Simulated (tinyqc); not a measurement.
Bias-temperature instability from a Gaussian distribution of capture and emission barriers: one step, computed by the program tinyqc.

Each trap has a capture time tau_0 exp(E_c/(k_B T)) under stress and an emission time tau_0 exp(E_e/(k_B T)) after it. E_c is Gaussian, and E_e = E_c + d with d Gaussian and independent. A trap counts as filled once t_s exceeds its capture time and as emptied once t_r exceeds its emission time.

Question. Recovery. Demarcation energies E_s = k_B T ln(t_s/tau_0), E_r = k_B T ln(t_r/tau_0); mean barrier mu = mu_c - k_F F; z = (E_s - mu)/sigma_c; Phi is the standard normal distribution. Temperatures in kelvin are T(C) + 273.15. Remaining shift dV = V_max int_(-infinity)^(E_s) g(E_c) [1 - Phi((E_r - E_c - delta)/sigma_d)] dE_c, g the Gaussian density of E_c (Gauss-Legendre, 120 points over 7 sigma_c below E_s).

Inputs (values chosen for the exercise, for a model p-channel transistor):
```
quantity,value,unit
shift with all traps filled V_max,95,mV
spread of capture barriers sigma_c,0.39,eV
"mean of E_e - E_c at the stress field, delta",-0.21,eV
"spread of E_e - E_c, sigma_d",0.28,eV
time constant tau_0,7e-09,s
temperature T,60,C
stress time t_s,300,s
recovery time t_r,0.0001,s
```

mean barrier mu = 1.5456 eV

shift without recovery dV0 = 1.458126 mV

Constants: k_B = 8.617333262e-05 eV/K.

Give: E_r; remaining shift dV; remaining share dV/dV0.

Answer.

E_r = 0.27466 eV

remaining shift dV = 0.88803 mV

remaining share dV/dV0 = 0.60902

A measurement delay of t_r hides 39 % of the shift. Caution: part of the filled traps have an emission barrier near or below zero, which means only that they empty at once.
